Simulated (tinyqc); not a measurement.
# Free and trapped electrons in a MOS channel with a dense trap tail: two studies

p-type body, charge-sheet picture, full ionisation (an idealisation for deep acceptors), Boltzmann statistics for free electrons. e = Ec - EF at the surface. Acceptor-like traps of density D(E) = D0 + De exp(-E/Ew) at depth E below Ec, from 0 to Eu, hold n_t = integral of D(E)/(1 + exp((e - E)/Vt)). psi = Eg - Vt ln(Nv/Na) - e; N_dep = sqrt(2 eps0 eps_r Na (psi - Vt)/q); n_f = sqrt(N_dep^2 + 2 eps0 eps_r Vt Nc exp(-e/Vt)/q) - N_dep; Vg = Vfb + psi + q (N_dep + n_t + n_f)/Cox, Cox = eps0 eox/tox.

Parameters, values chosen for the exercise; band and dielectric values close to those of 4H silicon carbide: temperature T = 300 K; band gap Eg = 3.27 eV; relative permittivity eps_r = 9.63; conduction-band density of states at T Nc = 1.69e19 cm^-3; valence-band density of states at T Nv = 2.48e19 cm^-3; relative permittivity of the insulator eox = 3.9; insulator thickness tox = 48 nm; acceptor density Na = 5.1e16 cm^-3; flat-band voltage without trapped charge Vfb = -2.06 V; constant background density of acceptor-like traps D0 = 1.7e10 cm^-2 eV^-1; density of the tail at the conduction edge De = 7.8e12 cm^-2 eV^-1; decay energy of the tail Ew = 0.07 eV; depth below Ec down to which the traps reach Eu = 0.79 eV; mobility of free electrons mf = 210 cm^2/(V s).

Constants: q = 1.602176634e-19 C, kB = 1.380649e-23 J/K, Vt = kB T/q, eps0 = 8.8541878128e-14 F/cm where lengths are in cm. Results are converted to the units shown.

Each table varies one quantity; the others keep the values above.

## Free and trapped charge against gate voltage

Free share n_f/(n_f + n_t); swing ln 10 n_f/(dn_f/dVg); field-effect mobility mf q (dn_f/dVg)/Cox, for a constant mf; oxide field q (N_dep + n_t + n_f)/(eps0 eox).

Free and trapped charge against gate voltage:

| Vg (V) | e (eV) | n_f (cm^-2) | n_t (cm^-2) | free share (%) | swing (mV/decade) | field-effect mobility (cm^2/(V s)) | oxide field (MV/cm) |
|---|---|---|---|---|---|---|---|
| 3.4 | 0.3743 | 9.888e5 | 1.035e10 | 0.009551 | 98.15 | 0.01085 | 0.5675 |
| 4.3 | 0.09478 | 4.585e10 | 1.821e11 | 20.11 | 630.4 | 78.33 | 0.6968 |
| 5.3 | 0.04256 | 3.112e11 | 3.313e11 | 48.44 | 2180 | 153.7 | 0.8943 |
| 6.2 | 0.02144 | 6.319e11 | 4.007e11 | 61.20 | 3852 | 176.7 | 1.077 |
| 7.1 | 0.007260 | 9.840e11 | 4.434e11 | 68.94 | 5633 | 188.1 | 1.262 |
| 8 | -0.003544 | 1.353e12 | 4.715e11 | 74.16 | 7482 | 194.7 | 1.447 |
| 9 | -0.01321 | 1.774e12 | 4.926e11 | 78.27 | 9592 | 199.2 | 1.653 |
| 9.9 | -0.02050 | 2.160e12 | 5.059e11 | 81.03 | 1.153e4 | 201.8 | 1.839 |
| 10.8 | -0.02684 | 2.551e12 | 5.157e11 | 83.18 | 1.349e4 | 203.6 | 2.026 |

n_f reaches 1e11 cm^-2 at Vg = 4.57 V, against 4.05 V without traps. The free share rises from 0.00955 to 83.2 % and the field-effect mobility rises from 0.0108 to 204 cm^2/(V s), although mf = 210 is constant: in the last row 96.9 % of Cox dVg goes into free electrons. The swing in the first row is 98.2 mV a decade (Vt ln 10 = 59.5). For Vg = 5.3, 6.2, 7.1, 8, 9, 9.9, 10.8 EF lies less than 2 Vt below the band edge, or above it, where degeneracy and confinement, left out, matter.

## Effect of the density of the tail at the conduction edge

VT is the Vg for n_f = 1e11 cm^-2; swing ln 10 n_f/(dn_f/dVg) at n_f = 1e8 cm^-2; the last three columns are for Vg = VT + 3.8 V, with free share n_f/(n_f + n_t) and field-effect mobility mf q (dn_f/dVg)/Cox; there EF is near the band edge, where Boltzmann statistics are rough.

Result of one run:

| De (cm^-2 eV^-1) | e at VT (eV) | VT (V) | q n_t/Cox at VT (V) | swing (mV/decade) | n_f (cm^-2) | free share (%) | field-effect mobility (cm^2/(V s)) |
|---|---|---|---|---|---|---|---|
| 9e13 | 0.07400 | 9.782 | 5.736 | 491.4 | 3.970e11 | 9.113 | 54.14 |

What becomes of these results when the density of the tail at the conduction edge De is changed from 9e13 to 4e13 cm^-2 eV^-1, all else the same?

Result of the changed run:

| De (cm^-2 eV^-1) | e at VT (eV) | VT (V) | q n_t/Cox at VT (V) | swing (mV/decade) | n_f (cm^-2) | free share (%) | field-effect mobility (cm^2/(V s)) |
|---|---|---|---|---|---|---|---|
| 4e13 | 0.07400 | 6.610 | 2.564 | 269.4 | 7.991e11 | 27.38 | 127.7 |

The whole series:

| De (cm^-2 eV^-1) | e at VT (eV) | VT (V) | q n_t/Cox at VT (V) | swing (mV/decade) | n_f (cm^-2) | free share (%) | field-effect mobility (cm^2/(V s)) |
|---|---|---|---|---|---|---|---|
| 1e12 | 0.07400 | 4.136 | 0.09049 | 96.19 | 1.716e12 | 95.85 | 206.0 |
| 2e12 | 0.07400 | 4.200 | 0.1539 | 100.6 | 1.684e12 | 92.57 | 204.8 |
| 5e12 | 0.07400 | 4.390 | 0.3442 | 113.9 | 1.591e12 | 83.46 | 200.8 |
| 1e13 | 0.07400 | 4.707 | 0.6614 | 136.1 | 1.443e12 | 70.37 | 193.1 |
| 2e13 | 0.07400 | 5.341 | 1.296 | 180.6 | 1.181e12 | 50.48 | 173.7 |
| 4e13 | 0.07400 | 6.610 | 2.564 | 269.4 | 7.991e11 | 27.38 | 127.7 |
| 9e13 | 0.07400 | 9.782 | 5.736 | 491.4 | 3.970e11 | 9.113 | 54.14 |
| 2e14 | 0.07400 | 16.76 | 12.71 | 979.8 | 2.128e11 | 2.837 | 17.84 |

As De goes from 1e12 to 2e14, VT rises from 4.14 to 16.8 V, its part due to traps rises from 0.0905 to 12.7 V, the swing rises from 96.2 to 980 mV/decade and the field-effect mobility falls from 206 to 17.8 cm^2/(V s).

Program tinyqc, `OMP_NUM_THREADS=1 python tinyqc.py 2222116 2222117 out.jsonl`; Intel Xeon 2.30GHz, shared host, one thread, about 0.02 s.
